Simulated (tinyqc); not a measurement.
Tunnelling through a gate dielectric, WKB transmission and Tsu-Esaki current: two steps of the calculation.

Electrons leave the emitter at x = 0. Energies E (motion across the layers) are in eV from the emitter Fermi level; the collector Fermi level lies at -V and offers states at every E. No charge in the dielectric and no image force: F1 = V/t1, U = phi1 - F1 x. With C = hbar^2/(2 m0), kappa = sqrt(m (U - E)/C) where U > E and 0 elsewhere; T(E) = exp(-S), S = 2 times the integral of kappa over x.

Inputs (values chosen for the exercise); dielectric values close to those of silicon dioxide:

| symbol | value | unit | meaning |
|---|---|---|---|
| T | 300 | K | temperature |
| Ef | 0.36 | eV | Fermi energy of the emitter above its band bottom |
| me | 0.43 | m0 | emitter mass in the supply function |
| phi1 | 3 | eV | barrier of layer 1 above the emitter Fermi level at zero bias |
| m1 | 0.5 | m0 | tunnelling mass of layer 1 |
| t1 | 6 | nm | thickness of layer 1 |
| V | 4.8 | V | voltage across the dielectric |
| E | -0.23 | eV | energy of the electron followed |
| Ea | -0.36 | eV | lower end of the energy grid |
| Eb | 0.39 | eV | upper end of the energy grid |
| nE | 15 |  | points of the energy grid |

Constants: q = 1.602176634e-19 C, kB = 1.380649e-23 J/K, hbar = 1.054571817e-34 J s, m0 = 9.1093837015e-31 kg, Vt = kB T/q, hbar^2/(2 m0) = 0.0380998212 eV nm^2. Results are converted to the units shown.

Problem 1. WKB exponent in closed form. Each layer adds (2/F) sqrt(m/C) [G(u at its left edge) - G(u at its right edge)] to S, with u = U - E (0 where negative) and G(u) = (2/3) u^1.5. The slope follows from 1/d = -dS/dE.

Give: S; T(E); energy d over which T(E) grows by a factor e.

Solution 1.

S = 35.049
T(E) = 6.0034e-16
energy d over which T(E) grows by a factor e = 0.061438 eV

The midpoint rule gives S = 35.429, so its T(E) is 32 % below this value. The band edge of layer 1 drops below E inside the layer: the barrier there is triangular (the Fowler-Nordheim case).

Problem 2. Current density on a coarse energy grid. J = J0 times the integral of T(E) N(E) dE, N = ln[(1 + exp(-E/Vt))/(1 + exp((-E - V)/Vt))], J0 = q^2 me m0 kB T/(2 pi^2 hbar^3) (times 1e-4 for A/cm^2 per eV), by Simpson's rule on nE equally spaced points from Ea to Eb.

Give: E; T(E); N; T(E) N; J0; J.

Solution 2.

```
point	E (eV)	T(E)	N	T(E) N
0	-0.3600	7.084e-17	13.93	9.864e-16
1	-0.3064	1.718e-16	11.85	2.036e-15
2	-0.2529	4.136e-16	9.781	4.045e-15
3	-0.1993	9.885e-16	7.709	7.621e-15
4	-0.1457	2.346e-15	5.640	1.323e-14
5	-0.0921	5.526e-15	3.592	1.985e-14
6	-0.0386	1.292e-14	1.695	2.190e-14
7	0.0150	2.999e-14	0.4445	1.333e-14
8	0.0686	6.909e-14	0.06810	4.705e-15
9	0.1221	1.579e-13	0.008834	1.395e-15
10	0.1757	3.583e-13	0.001117	4.001e-16
11	0.2293	8.067e-13	1.406e-4	1.135e-16
12	0.2829	1.802e-12	1.771e-5	3.191e-17
13	0.3364	3.994e-12	2.230e-6	8.904e-18
14	0.3900	8.780e-12	2.807e-7	2.465e-18
```

J0 = 1.799e8 A/(cm^2 eV)
J = 8.579e-7 A/cm^2

The integrand peaks at E = -0.0386 eV among these points.

Numbers from tinyqc (`OMP_NUM_THREADS=1 python tinyqc.py 2540062 2540063 out.jsonl`; about 0.02 s on one thread of a shared Intel Xeon 2.30GHz).
